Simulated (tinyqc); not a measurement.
Strained alloy layer of InP and GaP on (001) GaAs, model-solid band line-up: one step of the calculation.

The layer is x parts of the first compound and 1 - x of the second, grown coherently on the third as substrate and barrier. Rows of the table: lattice constant a, average valence level Ea on an absolute scale, spin-orbit splitting so, gaps at Gamma, X and L, hydrostatic deformation potentials av and ac (Gamma), shear potential b, elastic constants, electron and heavy-hole (along z) masses. All are interpolated linearly in x; gaps get -C x (1 - x), taken wholly in the conduction band; real line-ups can differ from this model by 0.1 eV or more.

Task. Critical thickness. In-plane strain e = (a_substrate - a)/a. Matthews-Blakeslee for 60-degree dislocations in a single layer: hc = k (ln(hc/bv) + 1), k = bv (1 - nu/4)/(4 pi |e| (1 + nu)), nu = c12/(c11 + c12), bv = a/sqrt(2); the larger root.

Values chosen for this exercise: fraction of the first compound in the layer x = 0.47; bowing of the Gamma gap CG = 0.65 eV; bowing of the X gap CX = 0.2 eV; bowing of the L gap CL = 1.03 eV; layer thickness Lw = 6 nm.

Binary compounds, values chosen for the exercise:

|  | close to InP | close to GaP | close to GaAs |
|---|---|---|---|
| a (angstrom) | 5.869 | 5.451 | 5.653 |
| Ea (eV) | -7.04 | -7.4 | -6.92 |
| so (eV) | 0.11 | 0.0803 | 0.335 |
| EG (eV) | 1.35 | 2.81 | 1.43 |
| EX (eV) | 2.17 | 2.25 | 1.9 |
| EL (eV) | 1.92 | 2.57 | 1.69 |
| av (eV) | 1.27 | 1.71 | 1.15 |
| ac (eV) | -5.05 | -7.06 | -7.27 |
| b (eV) | -1.7 | -1.77 | -1.69 |
| c11 (GPa) | 99.6 | 139 | 118 |
| c12 (GPa) | 55.8 | 62.3 | 54 |
| me (m0) | 0.0801 | 0.131 | 0.0662 |
| mh (m0) | 0.534 | 0.333 | 0.347 |

Give: nu; bv; hc.

Result.

nu = 0.32964
bv = 0.39934 nm
hc = 155.73 nm

The layer, Lw = 6 nm, is thinner than hc, so it stays coherent by this criterion.

Range of the model: The X or L gap of the relaxed alloy lies near or below the Gamma gap, so the Gamma edge computed here may not be the lowest conduction edge.

tinyqc, about 0.01 s, one thread, Intel Xeon 2.30GHz (shared host): `OMP_NUM_THREADS=1 python tinyqc.py 2690132 2690133 out.jsonl`
